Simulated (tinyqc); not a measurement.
Inside a calculation. Method: Hueckel theory of the pi electrons, for the molecule Bc1cc(O)c2cc[nH]c2c1 (SMILES; centres numbered as the heavy atoms are written). One step of it, computed by the program tinyqc.

Problem. Energy, charges, bond orders. E = sum n x; q_r = z_r - P_rr; bond order p = P_rs; free valence = sqrt(3) - sum of p over the bonds of the atom.

x values: 2.711217  2.359246  1.682358  1.305205  0.830504  0.530054  -0.656363  -1.075811  -1.261435  -1.639859  -2.225115

occupations: 2.000000  2.000000  2.000000  2.000000  2.000000  2.000000  0.000000  0.000000  0.000000  0.000000  0.000000

charge and bond-order matrix P:
```
            1B         2C         3C         4C         5O         6C         7C         8C
1B    0.093499   0.304878   0.144191  -0.051783   0.010959  -0.112819   0.050760   0.097572
2C    0.304878   1.052073   0.601574  -0.019652  -0.017443  -0.254047   0.056036   0.175592
3C    0.144191   0.601574   1.056401   0.686229  -0.171868   0.030868  -0.126002  -0.008622
4C   -0.051783  -0.019652   0.686229   0.960833   0.272469   0.552434  -0.033790  -0.195151
5O    0.010959  -0.017443  -0.171868   0.272469   1.926901  -0.128875  -0.014192   0.073047
6C   -0.112819  -0.254047   0.030868   0.552434  -0.128875   1.052830   0.495348  -0.046905
7C    0.050760   0.056036  -0.126002  -0.033790  -0.014192   0.495348   1.130182   0.807773
8C    0.097572   0.175592  -0.008622  -0.195151   0.073047  -0.046905   0.807773   0.965853
9N   -0.038010  -0.092783   0.116971   0.044344  -0.013370  -0.165381  -0.232125   0.425838
10C  -0.051857  -0.030387  -0.261840   0.047112  -0.034859   0.565423  -0.090467  -0.267771
11C   0.180979   0.658567  -0.120588  -0.318833   0.114506   0.050717   0.013538  -0.085148

            9N        10C        11C
1B   -0.038010  -0.051857   0.180979
2C   -0.092783  -0.030387   0.658567
3C    0.116971  -0.261840  -0.120588
4C    0.044344   0.047112  -0.318833
5O   -0.013370  -0.034859   0.114506
6C   -0.165381   0.565423   0.050717
7C   -0.232125  -0.090467   0.013538
8C    0.425838  -0.267771  -0.085148
9N    1.744007   0.380140  -0.116172
10C   0.380140   0.996405   0.616672
11C  -0.116172   0.616672   1.021017
```

Centres:
```
centre  z_r, pi electrons of the neutral centre          h
1B                                            0  -1.040000
2C                                            1   0.000000
3C                                            1   0.000000
4C                                            1   0.000000
5O                                            2   1.910000
6C                                            1   0.000000
7C                                            1   0.000000
8C                                            1   0.000000
9N                                            2   1.690000
10C                                           1   0.000000
11C                                           1   0.000000
```

Bonds:
```
i    j         k
1    2  0.670000
2    3         1
3    4         1
4    5  0.850000
4    6         1
6    7         1
7    8         1
8    9  0.910000
9   10  0.910000
10  11         1
11   2         1
10   6         1
```

Give: pi energy = 12 alpha + this times beta; pi charges; Bond orders and lengths from R = 1.517 - 0.180 p; free valence of the carbons; gap between the highest filled and the next level.

Solution.

pi energy = 12 alpha + this times beta = 18.837

pi charges: 1B -0.093, 2C -0.052, 3C -0.056, 4C 0.039, 5O 0.073, 6C -0.053, 7C -0.130, 8C 0.034, 9N 0.256, 10C 0.004, 11C -0.021

Bond orders and lengths from R = 1.517 - 0.180 p (angstrom, C-C alone):
```
bond       p      R
1-2    0.305      -
2-3    0.602  1.409
3-4    0.686  1.393
4-5    0.272      -
4-6    0.552  1.418
6-7    0.495  1.428
7-8    0.808  1.372
8-9    0.426      -
9-10   0.380      -
10-11  0.617  1.406
11-2   0.659  1.398
10-6   0.565  1.415
```

free valence of the carbons: 2C 0.167, 3C 0.444, 4C 0.221, 6C 0.119, 7C 0.429, 8C 0.498, 10C 0.170, 11C 0.457

gap between the highest filled and the next level = 1.186 |beta|
